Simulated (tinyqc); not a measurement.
Self-heating of a transistor with one or more fingers, with temperature-dependent conductivity: one step, computed by the program tinyqc.

N long parallel fingers lie on the top face of a slab whose bottom is held at T_0; the top is otherwise insulated, and heat flows in two dimensions. P in W/mm is 1000 P in W/m.

Question. Extra rise from ballistic phonons. Near a source smaller than the free path, Fourier's law overstates the flow. Rough estimate: a strip that emits phonons into a half space adds a resistance times area of 4 Lambda/(3 kappa_0), from the ballistic flux C v Delta T/4 with kappa_0 = C v Lambda/3, so Delta T_b = 4 Lambda P/(3 kappa_0 w); Knudsen number Lambda/w.

Inputs (values chosen for the exercise, modelled on gallium nitride):

| quantity | value | unit |
|---|---|---|
| conductivity at the base temperature kappa_0 | 141 | W/(m K) |
| power per gate width P | 0.94 | W/mm |
| width of the heat source w | 0.7 | micrometre |
| phonon free path Lambda | 89 | nm |

Power: fixed power.

largest theta = 27.72631 K

Give: Knudsen number; ballistic rise Delta T_b; Delta T_b / largest theta.

Answer.

Knudsen number = 0.12714

ballistic rise Delta T_b = 1.1302 K

Delta T_b / largest theta = 0.040761

By this estimate the ballistic term is at most a fifth of the Fourier rise.
